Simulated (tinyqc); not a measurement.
Worked calculation: Hubbard ring of 5 sites. One step of it, computed by the program tinyqc.

Task: Mean-field iteration 2. H(up) = T + U n(down), H(down) = T + U n(up); fill the lowest levels; n(new) = n + mixing (n(out) - n); E = tr T (rho up + rho down) + U sum n_up n_down of the output.

one-body matrix (hopping and site energies) (eV), order 1, 2, 3, 4, 5:
$$\begin{pmatrix}
0.000000 & -1.540000 & 0.000000 & 0.000000 & -1.540000 \\
-1.540000 & 0.000000 & -1.540000 & 0.000000 & 0.000000 \\
0.000000 & -1.540000 & 0.000000 & -1.540000 & 0.000000 \\
0.000000 & 0.000000 & -1.540000 & 0.000000 & -1.540000 \\
-1.540000 & 0.000000 & 0.000000 & -1.540000 & 0.000000
\end{pmatrix}$$

U = 8.400000 eV

electrons, up and down: [1, 1]

mixing = 1

n(up) after iteration 1: 1 0.244415, 2 0.158364, 3 0.194442, 4 0.158364, 5 0.244415

n(down) after iteration 1: 1 0.158364, 2 0.244415, 3 0.194442, 4 0.244415, 5 0.158364

Give: levels, up; levels, down; energy; n(up) after iteration 2; n(down) after iteration 2.

Result:

levels, up (eV): [-1.4329, 0.5770, 0.8684, 4.0550, 4.3325]

levels, down (eV): [-1.4341, 0.5507, 0.9036, 4.0071, 4.3726]

energy = -4.4990 eV

n(up) after iteration 2: 1 0.2565, 2 0.1618, 3 0.1633, 4 0.1618, 5 0.2565

n(down) after iteration 2: 1 0.1469, 2 0.2348, 3 0.2367, 4 0.2348, 5 0.1469
